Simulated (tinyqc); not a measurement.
Changing the effective mass m: effective-mass impurity with a central-cell term, in a basis of Slater functions. Computed by tinyqc, a small Python program. Command: `OMP_NUM_THREADS=1 python tinyqc.py 3024001 3024002 out.jsonl centralcell sweep`. One thread of a shared host (Intel(R) Xeon(R) Processor @ 2.30GHz), about 0.02 s of CPU time with the checks.

The envelope obeys H = -nabla^2 - (2/r) [Z + A exp(-kappa r)] in effective units, with kappa = a*/lambda; positive A deepens the well near the core.

Inputs (values chosen for the exercise, with mass and screening modelled on GaN):

| quantity | value | unit |
|---|---|---|
| dielectric constant eps | 9.19 | - |
| charge Z of the core | 1 | - |
| central-cell strength A | 4.4 | - |
| central-cell range lambda | 2.4 | angstrom |

Impurity: donor, one isotropic band.

Constants: Ry = 13.605693123 eV; a_0 = 0.529177210903 angstrom.

Method:
- Units: Ry* = Ry m/eps^2 and a* = a_0 eps/m, with m in m_0.
- kappa = a*/lambda; the hydrogenic ground state is bound by Z^2 Ry*.
- For s functions exp(-zeta r), with s = zeta_i + zeta_j: S = 2/s^3, T = zeta_i zeta_j S, V = -2 Z/s^2, W = -2 A/(s + kappa)^2; each function is normalised by dividing by sqrt(S_ii S_jj).
- Large basis: zeta_i = 0.06 x 1.6^(i-1), i = 1..22, same formulas; for p functions r exp(-zeta r): S = 24/s^5, T = zeta_i zeta_j S (centrifugal term included), V = -12 Z/s^4, W = -12 A/(s + kappa)^4; overlap eigenvalues below 1e-11 are dropped.
- Binding energies are -E Ry*; the effective quantum number is nu = Z/sqrt(-E); |psi(0)|^2 is given relative to the hydrogenic Z^3/(pi a*^3).

One run for each value:

| effective mass m (m_0) | 1s binding energy (meV) | hydrogenic binding energy (meV) | 2p binding energy (meV) | relative \|psi(0)\|^2 | a* (angstrom) |
|---|---|---|---|---|---|
| 0.050 | 8.2 | 8.05 | 2.01 | 1.70 | 97.26 |
| 0.067 | 11.3 | 10.79 | 2.70 | 2.11 | 72.58 |
| 0.090 | 15.7 | 14.50 | 3.62 | 2.88 | 54.03 |
| 0.120 | 22.5 | 19.33 | 4.83 | 4.50 | 40.53 |
| 0.160 | 34.6 | 25.78 | 6.45 | 8.43 | 30.39 |
| 0.220 | 66.4 | 35.44 | 8.87 | 20.64 | 22.11 |
| 0.300 | 154.8 | 48.33 | 12.11 | 46.98 | 16.21 |
| 0.400 | 352.2 | 64.44 | 16.23 | 77.90 | 12.16 |

Over the rows, 1s binding energy (meV) rises from 8.24 to 352 (exponent d ln y / d ln x 1.1 between the first rows and 2.9 between the last); hydrogenic binding energy (meV) rises from 8.05 to 64.4 (exponent d ln y / d ln x about 1.0 throughout); 2p binding energy (meV) rises from 2.01 to 16.2 (exponent d ln y / d ln x about 1.0 throughout). At the low end the exponent of 1s binding energy is 1.07, close to 1: the central cell is a small correction. The exponent of 2p binding energy stays between 1.00 and 1.02, near 1: a hydrogenic level scales as m/eps^2. The exponent of a* stays at -1: a* = a_0 eps/m. The ratio of 1s to its hydrogenic value goes from 1.023 to 5.465: a heavier carrier has a smaller orbit and feels the core more.

Caution (rows 0.160, 0.220, 0.300, 0.400): the density at the core is many times hydrogenic, so the result hangs on the model potential inside one cell, where the envelope picture is weak. Caution (rows 0.300, 0.400): the level is several times deeper than hydrogenic: it draws on many bands and is no longer an effective-mass state.

Extremes, crossings and ranges named in words are read from the listed rows.
